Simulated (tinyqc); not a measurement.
Closable height against the size of the gap: wafer bonding and layer transfer: bond energy, gap closing, particles, bonding of dissimilar wafers and hydrogen blisters. Computed by tinyqc, a small Python program. Command: `OMP_NUM_THREADS=1 python tinyqc.py 3028814 3028815 out.jsonl bond walk`. One thread of a shared host (Intel(R) Xeon(R) Processor @ 2.30GHz), about 0.01 s of CPU time with the checks.

gamma is the energy per area of each of the two surfaces; plates are isotropic.

Inputs (values chosen for the exercise, for model wafers): Young's modulus E1 = 158 GPa; Young's modulus E2 = 83.5 GPa; Poisson ratio nu = 0.23; thickness t1 = 625 micrometre; thickness t2 = 1000 micrometre; blade thickness t_b = 230 micrometre; crack length L = 20.5 mm.

Pair: two different wafers.

Method. Two cantilevers opened by t_b: gamma = 3 t_b^2 E1 t1^3 E2 t2^3/(16 L^4 (E1 t1^3 + E2 t2^3)). E' = E1/(1 - nu^2), equal wafers of thickness t1 assumed. A gap of radius R closes if h_g < h_c: h_c = R^2/sqrt((2/3) E' t1^3/gamma) for R > 2 t1 (plate bending), h_c = 3.6 sqrt(R gamma/E') for R < 2 t1 (local deformation).

bond energy gamma = 1.48184 J/m^2

Gap closing:
```
R (mm)    regime    h_c (nm)  slope h_c/R
1.00e-04   local  3.3929e+00     0.033929
1.00e-03   local  1.0729e+01     0.010729
1.00e-02   local  3.3929e+01     0.003393
1.00e-01   local  1.0729e+02     0.001073
5.00e-01   local  2.3992e+02     0.000480
2.00e+00   plate  9.3445e+02     0.000467
5.00e+00   plate  5.8403e+03     0.001168
2.00e+01   plate  9.3445e+04     0.004672
5.00e+01   plate  5.8403e+05     0.011681
```

Roughness of 100 nm scale may be 3.4 nm in half height, waviness of radius 5 cm as much as 580 micrometre: h_c goes as R^(1/2) when the wafer deforms locally and as R^2 when it bends. The allowed slope is least near R = 2 t1, so defects about 4 t1 wide are the hardest to close; bow matters little.

Extremes, crossings and ranges named in words are read from the listed rows.
